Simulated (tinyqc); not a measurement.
Gamma, L and X subbands of a thin body with non-parabolic valleys: sweeps and comparisons. A value that a table varies takes the place of the one given here.

Hard walls, flat band, c = hbar^2/2m0, energies from the bulk Gamma edge. For a valley at angle theta to the normal 1/m_z = cos^2/ml + sin^2/mt and m_d = sqrt(ml mt^2/m_z). Subband n starts at E_v + e with e (1 + a e) = c (n pi/t)^2/m_z, and its density-of-states mass is taken as m_d (1 + 2 a e), without further growth at higher in-plane energy. Groups are named by valley and degeneracy.

n_i = g m/(2 pi c) kB T ln(1 + exp((EF - E_i)/kB T)), sum n_i = Ns (1e12/cm^2 = 1e-4/angstrom^2), c = hbar^2/2m0. Quantum capacitance Cq = 1602.176634 sum g m/(2 pi c) f_i in microfarad/cm^2 with f_i = 1/(1 + exp((E_i - EF)/kB T)); Cox = 34.5313/eot (one gate); C/Cox = Cq/(Cq + Cox), the centroid term left out.

Constants: hbar^2/2m0 = 3.80998211 eV angstrom^2; kB = 8.617333262e-05 eV/K.

Inputs chosen for the exercise (near those of a thin InAs channel; not measured data): face = 110 (surface); mG = 0.0257 m0 (Gamma mass); aG = 2.29 1/eV (Gamma non-parabolicity); EL = 0.718 eV (L edge above Gamma); mL = (0.627, 0.051) m0 (L valleys (four, along <111>): ml, mt); EX = 1.008 eV (X edge above Gamma); mX = (1.117, 0.161) m0 (X valleys (three, along <100>): ml, mt); aS = 0.65 1/eV (non-parabolicity of L and X); Ns = 3.5 x 1e12/cm^2 (sheet density); T = 300 K (temperature); eot = 13 angstrom (equivalent oxide thickness); ts = (20, 26, 34, 45, 60, 85, 130) angstrom (thicknesses); t = 60 angstrom (body thickness); Nl = (0.5, 1, 2, 4, 7, 11, 16) x 1e12/cm^2 (sheet densities).

## Thinning the body

Lowest edge of each valley type, the lowest group, the Gamma share and C/Cox, with n = 1 to 8 of all groups.

Results:
```
t (angstrom)  Gamma (eV)  L (eV)  X (eV)  lowest  Gamma share (%)  C/Cox
20                 1.064   1.249   1.290      G1             99.0  0.774
26                 0.778   1.063   1.185      G1            100.0  0.735
34                 0.557   0.935   1.116      G1            100.0  0.691
45                 0.384   0.848   1.071      G1            100.0  0.639
60                 0.256   0.794   1.044      G1            100.0  0.584
85                 0.151   0.757   1.026      G1            100.0  0.544
130                0.074   0.735   1.016      G1            100.0  0.654
```

From 130 down to 20 angstrom Gamma rises by 0.99 eV, L by 0.51 and X by 0.27 eV, the light Gamma mass moving most. G1 stays lowest throughout. The Gamma share stays near 99 %. C/Cox is 0.65 and 0.77 at the ends and lies between 0.54 and 0.77. Hard walls overstate the rise in the thinnest rows.

## Raising the sheet density

Fixed thickness, n = 1 to 8 of all groups; the gate overdrive above the lowest edge is (EF - E_lowest)/e + 0.1602177 Ns/Cox in volts.

Results:
```
Ns (1e12/cm^2)  EF - lowest (eV)  Gamma share (%)     Cq  C/Cox  overdrive (V)
0.5                        0.007            100.0   2.11  0.442          0.037
1.0                        0.037            100.0   3.03  0.533          0.098
2.0                        0.085            100.0   3.60  0.576          0.205
4.0                        0.171            100.0   3.73  0.584          0.413
7.0                        0.299            100.0   3.90  0.595          0.721
11.0                       0.416             99.8   8.58  0.764          1.079
16.0                       0.491             97.4  12.86  0.829          1.456
```

The lowest subband is G1 n=1. At the highest density band filling takes 0.491 V of the 1.456 V overdrive. Cq grows from 2.1 to 12.9 microfarad/cm^2 while EF moves from +0.007 to +0.491 eV against the lowest edge; the Gamma share stays within 97 to 100 %.

## What each parameter does

n = 1 to 8 of all groups. Each row changes one parameter from the base and keeps the others.

Results:
```
case                   lowest edge (eV)  EF (eV)  Gamma share (%)  C/Cox
base                              0.256    0.406            100.0  0.584
t = 68 angstrom                   0.213    0.378            100.0  0.561
mG = 0.0296 m0                    0.231    0.368            100.0  0.604
aG = 1.6 1/eV                     0.281    0.452            100.0  0.551
EL = 0.668 eV                     0.256    0.406            100.0  0.584
Ns = 5.25 x 1e12/cm^2             0.256    0.481            100.0  0.585
eot = 11 angstrom                 0.256    0.406            100.0  0.543
T = 250 K                         0.256    0.406            100.0  0.584
```

The largest shifts from the base row, up to three for each result and ties (the steps differ in size, so this ranks the rows, not the parameters). lowest edge (eV): t -0.043, mG -0.025, aG +0.024; unchanged at the printed digits by EL, Ns, eot and T. EF (eV): Ns +0.075, aG +0.046, mG -0.038; unchanged at the printed digits by EL, eot and T. Gamma share (%): unchanged at the printed digits by t, mG, aG, EL, Ns, eot and T. C/Cox: eot -0.041, aG -0.033, t -0.023; unchanged at the printed digits by EL and T.

Run: tinyqc, `OMP_NUM_THREADS=1 python tinyqc.py 1281728 1281729 out.jsonl`; Intel(R) Xeon(R) Processor @ 2.30GHz, one thread, shared host; about 0.04 s of CPU time with all checks.
